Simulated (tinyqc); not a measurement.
Threshold of a short bulk MOSFET: charge sharing, barrier lowering, narrow width: two steps of the calculation.

n-channel device on a p-type body, depletion approximation, full ionisation. Uniform doping N = Na. Vbi from Boltzmann statistics is rough for the degenerate source. Cox = eps0 eox/tox.

Parameters, values chosen for the exercise; band and dielectric values close to those of silicon: temperature T = 300 K; band gap Eg = 1.1 eV; relative permittivity eps_r = 11.8; conduction-band density of states at T Nc = 2.81e19 cm^-3; valence-band density of states at T Nv = 2.68e19 cm^-3; relative permittivity of the gate insulator (close to silicon dioxide) eox = 3.9; insulator thickness tox = 6.9 nm; channel doping Na = 5e17 cm^-3; source and drain doping Nsd = 1e20 cm^-3; flat-band voltage for the doping Na Vfb = -0.99 V; junction depth xj = 15 nm; body-source voltage Vbs = 0 V; drain-source voltage Vds = 1.2 V; gate width W = 380 nm; shape factor of the fringing depletion at the width edges xw = 1.5708; channel length L = 160 nm.

Constants: q = 1.602176634e-19 C, kB = 1.380649e-23 J/K, Vt = kB T/q, eps0 = 8.8541878128e-14 F/cm where lengths are in cm. Results are converted to the units shown.

Problem 1. Long-channel threshold and scales. ni = sqrt(Nc Nv) exp(-Eg/(2 Vt)), Eg in volts; 2 pB = 2 Vt ln(N/ni); flat band Vfb - Vt ln(N/Na); Wd = sqrt(2 eps0 eps_r (2 pB - Vbs)/(q N)); body term q N Wd/Cox; long-channel VT0 = flat band + 2 pB + body term; Vbi = Vt ln(N Nsd/ni^2); scale length l = sqrt((eps_r/eox) tox Wd).

Find: N; 2 pB; flat band; Wd; body term; VT0; Vbi; l.

Solution 1.

N = 5.000e17 cm^-3
2 pB = 0.8929 V
flat band = -0.9900 V
Wd = 48.26 nm
body term = 0.7725 V
VT0 = 0.6754 V
Vbi = 1.030 V
l = 31.74 nm

Problem 2. Short-channel and narrow-width shifts. Charge sharing (trapezoid; it ignores Vds): F = (xj/L)(sqrt(1 + 2 Wd/xj) - 1), lowering = body term times F. Barrier lowering: th = exp(-L/(2 l)) + 2 exp(-L/l), lowering = th [2 (Vbi - 2 pB) + Vds], DIBL = th. Narrow width: rise = body term times xw Wd/W. VT by each model = VT0 - lowering + rise.

2 pB = 0.89291344 V
Wd = 48.260837 nm
body term = 0.77252225 V
VT0 = 0.67543569 V
Vbi = 1.0298855 V
l = 31.741736 nm

Give: F; lowering by charge sharing; th; lowering of the barrier; DIBL; narrow-width rise; VT, charge sharing; VT, barrier lowering.

Solution 2.

F = 0.1619
lowering by charge sharing = 125.1 mV
th = 0.09337
lowering of the barrier = 137.6 mV
DIBL = 93.37 mV/V
narrow-width rise = 154.1 mV
VT, charge sharing = 0.7045 V
VT, barrier lowering = 0.6919 V

L is 5.04 scale lengths. The charge-sharing lowering is 9.1 % below the barrier lowering; the first falls off as 1/L and the second exponentially. Both describe the same loss of gate control, so they are alternatives and are not added.

Numbers from tinyqc (`OMP_NUM_THREADS=1 python tinyqc.py 2002054 2002055 out.jsonl`; about 0.01 s on one thread of a shared Intel Xeon 2.30GHz).
